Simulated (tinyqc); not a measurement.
# MOS inversion layer, Poisson-Schroedinger loop: effects of single changes

Electrons confined at an insulator interface at z = 0, treated as a hard wall; parabolic valleys, Hartree approximation, no image or exchange terms. The depletion charge lies far deeper than the electrons and gives a uniform field q Nd/(eps0 eps_r); the gate balances all charge. Energies are counted from the band edge at the interface.

Inputs (values chosen for the exercise); masses and permittivity close to those of silicon (100):
- T = 77 K (temperature)
- eps_r = 11.5 (relative permittivity)
- mz1 = 0.901 m0 (mass along z of valley set A (2 valley(s)))
- md1 = 0.188 m0 (in-plane density-of-states mass of set A)
- mz2 = 0.189 m0 (mass along z of valley set B (4 valley(s)))
- md2 = 0.415 m0 (in-plane density-of-states mass of set B)
- Ns = 1e13 cm^-2 (sheet density of electrons)
- Nd = 1.8e11 cm^-2 (sheet density of depletion charge)
- dE = 0 eV (extra shift of set B (strain))

Constants: q = 1.602176634e-19 C, kB = 1.380649e-23 J/K, hbar = 1.054571817e-34 J s, m0 = 9.1093837015e-31 kg, Vt = kB T/q, eps0 = 8.8541878128e-14 F/cm where lengths are in cm, hbar^2/(2 m0) = 0.0380998212 eV nm^2. Results are converted to the units shown.

Each table varies one quantity; the others keep the values above.

## Effect of the sheet density of electrons

Schroedinger equation -(C/mz) psi'' + (V0 + U + dE for set B) psi = E psi, C = hbar^2/(2 m0), psi(0) = 0, on a uniform mesh of 800 nodes with a far wall at 48 nm, 8 levels a set; V0 = q Nd z/(eps0 eps_r); dU/dz = q (Ns - integral of n from 0 to z)/(eps0 eps_r), U(0) = 0; N_k = g md m0 q Vt/(pi hbar^2) ln(1 + exp((EF - E_k)/Vt)), g the number of valleys of the set, sum N_k = Ns. Triangular well: E_k = a_k (C F^2/mz)^(1/3), a_1 = 2.338107, a_2 = 4.087949, C = hbar^2/(2 m0), F in eV/nm. Fang-Howard (all electrons in the lowest level of set A): b^3 = 6 (mz1/C) q (Nd + 11 Ns/32)/(eps0 eps_r), centroid 3/b, level C b^2/(4 mz1) + (3/b) q (Nd + 11 Ns/16)/(eps0 eps_r). The centroid adds 3.9 z_av/eps_r to an oxide-equivalent thickness.

Effect of the sheet density of electrons:
columns A: Ns (cm^-2); B: A1 (meV); C: B1 (meV); D: EF (meV); E: share of A1 (%); F: share of set A (%); G: centroid z_av (nm); H: added oxide equivalent (nm); I: Fang-Howard centroid (nm)
```
A          B     C     D     E     F     G      H     I
1e11    21.0  33.6  1.46  53.5  62.5  4.93   1.67  3.84
2.1e11  25.6  39.6  11.7  58.2  66.2  4.55   1.54  3.63
4.5e11  34.3  50.9  26.9  65.5  72.1  3.99   1.35  3.31
9.7e11  50.1  70.9  50.0  74.4  79.2  3.31   1.12  2.87
2.1e12  77.7   105  87.3  82.1  85.5  2.65  0.899  2.38
4.4e12   123   161   147  86.0  88.7  2.12  0.720  1.93
9.4e12   200   260   251  85.6  88.3  1.71  0.581  1.52
2e13     330   433   433  80.9  83.9  1.40  0.476  1.20
```

What does the comparison show?

As Ns goes from 1e11 to 2e13, A1 rises from 21.0 to 330 meV, the share of A1 goes from 53.5 through a maximum of 86.0 (at Ns = 4.4e12 among the rows listed) to 80.9 % and the centroid falls from 4.93 to 1.40 nm. A1 goes as Ns^(0.66) between the last two rows (a triangular well in the field of that charge alone gives 2/3). EF lies more than 2 meV above A1 for Ns = 2.1e12, 4.4e12, 9.4e12, 2e13. The Fang-Howard centroid is 22 % below the full one in the first row, where A1 holds 53.5 %, and 15 % below it in the last, where A1 holds 80.9 %.

## Effect of the sheet density of depletion charge

Schroedinger equation -(C/mz) psi'' + (V0 + U + dE for set B) psi = E psi, C = hbar^2/(2 m0), psi(0) = 0, on a uniform mesh of 800 nodes with a far wall at 24 nm, 8 levels a set; V0 = q Nd z/(eps0 eps_r); dU/dz = q (Ns - integral of n from 0 to z)/(eps0 eps_r), U(0) = 0; N_k = g md m0 q Vt/(pi hbar^2) ln(1 + exp((EF - E_k)/Vt)), g the number of valleys of the set, sum N_k = Ns.

Results:
columns A: Nd (cm^-2); B: A1 (meV); C: B1 (meV); D: EF (meV); E: share of A1 (%); F: share of set A (%); G: centroid z_av (nm); H: added oxide equivalent (nm); I: Fang-Howard centroid (nm)
```
A         B    C    D     E     F     G      H     I
1e11    207  269  261  84.7  87.5  1.74  0.589  1.51
1.7e11  208  271  263  85.3  88.0  1.69  0.573  1.50
3.1e11  210  274  265  86.6  89.0  1.62  0.551  1.48
5.3e11  213  280  270  88.6  90.7  1.54  0.523  1.45
9.4e11  219  290  278  92.1  93.6  1.43  0.484  1.40
2.9e12  247  346  311  99.7  99.8  1.17  0.395  1.24
5e12    278  406  342   100   100  1.06  0.358  1.13
```

Estimate the missing row, Nd = 1.6e12 cm^-2.

Computed row:
columns A: Nd (cm^-2); B: A1 (meV); C: B1 (meV); D: EF (meV); E: share of A1 (%); F: share of set A (%); G: centroid z_av (nm); H: added oxide equivalent (nm); I: Fang-Howard centroid (nm)
```
A         B    C    D     E     F     G      H     I
1.6e12  228  308  290  96.6  97.2  1.30  0.440  1.34
```

With this row back in the table: As Nd goes from 1e11 to 5e12, A1 rises from 207 to 278 meV, the share of A1 rises from 84.7 to 100 % and the centroid falls from 1.74 to 1.06 nm. A1 goes as Nd^(0.22) between the last two rows (a triangular well in the field of that charge alone gives 2/3). The Fang-Howard centroid is 13 % below the full one in the first row, where A1 holds 84.7 %, and 6.7 % above it in the last, where A1 holds 100 %.

Program tinyqc, `OMP_NUM_THREADS=1 python tinyqc.py 2160167 2160168 out.jsonl`; Intel Xeon 2.30GHz, shared host, one thread, about 1 s.
